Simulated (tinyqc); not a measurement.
States in the gap of a film: thin (001) film in sp3s* tight binding with raised dangling bonds.

Planes alternate anion (a), cation (c) along [001], a/4 apart, starting with an anion; zero in-plane momentum; levels counted from the bulk Ev, the lower root of [[Epa, Vxx], [Vxx, Epc]]; no spin-orbit coupling. Block of s, pz, s*: from an anion to the cation above, Vss/2 (s,s), Vsapc/2 (s,z), -Vscpa/2 (z,s), Vxx/2 (z,z), Vxapc/2 (s*,z), -Vpaxc/2 (z,s*); to the cation below the same with the s-z and s*-z signs reversed. Block of u = (px + py)/sqrt2 and v = (px - py)/sqrt2: to the cation above (Vxx + Vxy)/2 for u and (Vxx - Vxy)/2 for v, to the cation below the reverse. Each surface atom has two dangling sp3 hybrids; raising both by dl adds (dl/2) [[1, t], [t, 1]] to its s, pz levels (t = -1 at the bottom face, +1 at the top) and dl to the one of u, v in whose plane the missing bonds lie (v for a bottom anion or a top cation, u for a top anion).

Inputs chosen for the exercise (out of a larger set: near a published set for Ge, fitted to gaps, whose masses and valley positions are rough; the L valleys, lowest in Ge, lie off zero in-plane momentum and are not seen; not measured data): p = (-5.874, 1.615, -5.874, 1.615, 6.381, 6.381, -6.783, 1.611, 4.882, 5.45, 5.45, 5.21, 5.21) eV (order Esa, Epa, Esc, Epc, Exa, Exc, Vss, Vxx, Vxy, Vsapc, Vscpa, Vxapc, Vpaxc); Nw = 20 (planes in the thicker film).

edges (eV): Gamma 0.90500, Delta 0.78477

Levels between 0 and the lower bulk edge, the largest weight on the two outer planes of both faces among them, and the nearest levels outside, for several shifts dl.

Film of Nw planes:

| dl (eV) | levels in the gap | at (eV) | surface weight | next above (eV) | next below (eV) |
|---|---|---|---|---|---|
| 0 | 1 | 0.149 | 0.38 | 0.8312 | -0.1095 |
| 1 | 2 | 0.016, 0.363 | 0.49 | 0.8320 | -0.1095 |
| 2 | 2 | 0.298, 0.614 | 0.49 | 0.8329 | -0.1095 |
| 3 | 1 | 0.532 | 0.39 | 0.8104 | -0.1095 |
| 5 | 0 | - | - | 0.7940 | -0.1095 |
| 10 | 0 | - | - | 0.8292 | -0.1095 |
| 30 | 0 | - | - | 0.8296 | -0.1095 |
| 100 | 0 | - | - | 0.8298 | -0.1095 |

Can the levels of the bare film be read as confined subbands?

No: with bare surfaces (dl = 0) 1 level lies in the bulk gap, with up to 38 % of the weight on the four outer planes, two a face, where an even spread gives 20 %: a state drawn out of a band edge by the surface, no confined subband, which would lie outside the bulk gap. The reruns show the bulk gap clear from dl = 5 eV on, and at dl = 30 eV the next level above lies -0.1 meV from its value at 100 eV. At dl = 5 eV the next level above is more than 20 meV from its value at 100 eV, so the surface still acts on it.

Run: tinyqc, `OMP_NUM_THREADS=1 python tinyqc.py 1451544 1451545 out.jsonl`; Intel(R) Xeon(R) Processor @ 2.30GHz, one thread, shared host; about 0.3 s of CPU time with all checks.
